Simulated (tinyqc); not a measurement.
# Retention against temperature

Retention: filled traps are spread evenly in depth from E1 to E2, and each empties at the rate nu exp(-E/kB T). The share left is the mean of exp(-nu t exp(-E/kB T)) = [kB T/(E2 - E1)] [E1x(nu t exp(-E2/kB T)) - E1x(nu t exp(-E1/kB T))], E1x the exponential integral; traps shallower than about Ed = kB T ln(nu t) are empty. t = 3.15576e8 s; the last column is the bake time at 523 K with the same Ed.

Values chosen for this exercise: shallowest trap depth E1 = 0.76 eV; deepest trap depth E2 = 1.98 eV; attempt frequency nu = 1e13 1/s.

Constants: q = 1.602176634e-19 C, kB = 1.380649e-23 J/K, Vt = kB T/q. Results are converted to the units shown.

Retention against temperature:
```
T (K)	Ed (eV)	share left	equivalent bake at 523 K (s)
300	1.280	0.5617	0.2149
328	1.399	0.4627	3.042
358	1.527	0.3566	52.05
378	1.613	0.2858	345.6
398	1.698	0.2151	2295
423	1.804	0.1269	2.446e4
448	1.911	0.04330	2.607e5
```

What does the table show?

The share left falls from 0.562 to 0.0433. Apart from the width of the edge only the product T ln(nu t) counts, so ten years at 358 K equal 52.0 s at 523 K; no single activation energy describes the loss, since Ed itself moves.

tinyqc, about 0.06 s, one thread, Intel Xeon 2.30GHz (shared host): `OMP_NUM_THREADS=1 python tinyqc.py 2130034 2130035 out.jsonl`
